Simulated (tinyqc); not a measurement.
Reverse leakage of an n+-p junction: diffusion, generation, trap-assisted and band-to-band tunnelling: two steps of the calculation.

One-sided abrupt junction in the depletion approximation, x from the junction (0) to W on the p side, field F = F0 (1 - x/W). Flat quasi-Fermi levels, long p side. Traps generate through SRH with both lifetimes shortened by 1 + Gamma (Hurkx enhancement, form for moderate fields); band-to-band generation is local and needs a total bending above Eg.

Inputs (values chosen for the exercise); band and dielectric values close to those of silicon:
- T = 400 K (temperature)
- Eg = 1.14 eV (band gap)
- eps_r = 11.8 (relative permittivity)
- Nc = 4.28e19 cm^-3 (conduction-band density of states at T)
- Nv = 4.08e19 cm^-3 (valence-band density of states at T)
- Na = 7.5e16 cm^-3 (acceptor density of the lighter side)
- Nd = 5e19 cm^-3 (donor density of the heavier side)
- tau = 5e-9 s (SRH lifetime of both carriers at zero field)
- mt = 0.23 m0 (tunnelling mass)
- Dn = 5.1 cm^2/s (electron diffusion coefficient on the lighter side)
- VR = 2.6 V (reverse bias)

Constants: q = 1.602176634e-19 C, kB = 1.380649e-23 J/K, hbar = 1.054571817e-34 J s, m0 = 9.1093837015e-31 kg, Vt = kB T/q, eps0 = 8.8541878128e-14 F/cm where lengths are in cm. Results are converted to the units shown.

Question 1. Field, scales and diffusion current. ni = sqrt(Nc Nv) exp(-Eg/(2 Vt)), Eg in volts; Vbi = Vt ln(Na Nd/ni^2); W = sqrt(2 eps0 eps_r (Vbi + VR)/(q Na)); F0 = 2 (Vbi + VR)/W; FG = sqrt(24 mt m0 (kB T)^3)/(q hbar); J_diff = q ni^2 sqrt(Dn/tau)(1 - exp(-VR/Vt))/Na.

Find: ni; Vbi; W; F0; FG; J_diff.

Answer 1.

ni = 2.7502e12 cm^-3
Vbi = 0.92824 V
W = 247.70 nm
F0 = 284.88 kV/cm
FG = 544.68 kV/cm
J_diff = 5.1604e-7 A/cm^2

Question 2. Current components. u = (Vbi + VR)(1 - x/W)^2, p = Na exp(-u/Vt), n = Nd exp((u - Vbi - VR)/Vt); G0 = ni^2 (1 - exp(-VR/Vt))/(tau (n + p + 2 ni cosh(Et/Vt))); Gamma = 2 sqrt(3 pi)(F/FG) exp((F/FG)^2); trap-assisted part G0 Gamma; G_bb = Ab F^2.5 exp(-Bb/F) with F in V/cm, zero unless Vbi + VR > Eg. 14 equal steps.

Each current is q times the trapezoid sum of its rate; J adds J_diff; J_bb under 1e-8 of the sum is given as 0.

| point | x (nm) | G0 (cm^-3 s^-1) | G0 Gamma (cm^-3 s^-1) | G_bb (cm^-3 s^-1) |
|---|---|---|---|---|
| 0 | 0.00000 | 3.0254920e13 | 1.2772823e14 | 0.0016741897 |
| 1 | 17.69276 | 3.2021236e19 | 1.2088671e20 | 5.4873872e-6 |
| 2 | 35.38551 | 1.5694272e20 | 5.2816064e20 | 7.0440122e-9 |
| 3 | 53.07827 | 1.5694403e20 | 4.6885645e20 | 2.7464637e-12 |
| 4 | 70.77102 | 1.5694403e20 | 4.1392179e20 | ~0 |
| 5 | 88.46378 | 1.5694403e20 | 3.6278068e20 | ~0 |
| 6 | 106.15654 | 1.5694403e20 | 3.1491059e20 | ~0 |
| 7 | 123.84929 | 1.5694402e20 | 2.6983806e20 | ~0 |
| 8 | 141.54205 | 1.5693568e20 | 2.2711903e20 | ~0 |
| 9 | 159.23481 | 1.5437666e20 | 1.8334316e20 | ~0 |
| 10 | 176.92756 | 5.5481790e19 | 5.2055697e19 | ~0 |
| 11 | 194.62032 | 2.1870497e18 | 1.5240343e18 | ~0 |
| 12 | 212.31307 | 1.6273306e17 | 7.5074062e16 | ~0 |
| 13 | 230.00583 | 3.3995085e16 | 7.8087559e15 | 0 |
| 14 | 247.69859 | 2.0167359e16 | 0 | 0 |

J_diff = 5.1604232e-7 A/cm^2

Find: J_SRH; J_TAT; J_bb; J.

Answer 2.

J_SRH = 3.8066e-4 A/cm^2
J_TAT = 8.3439e-4 A/cm^2
J_bb = 0 A/cm^2
J = 0.0012156 A/cm^2

Range of the model: The n+ side is degenerate, so Vbi from Boltzmann statistics is only a guide.

Computed by the program tinyqc: `OMP_NUM_THREADS=1 python tinyqc.py 2290046 2290047 out.jsonl`, one thread of a shared Intel Xeon 2.30GHz, about 0.01 s for the whole run.

~0 in a residual or rate marks an entry under 1e-11 of the largest of its column.
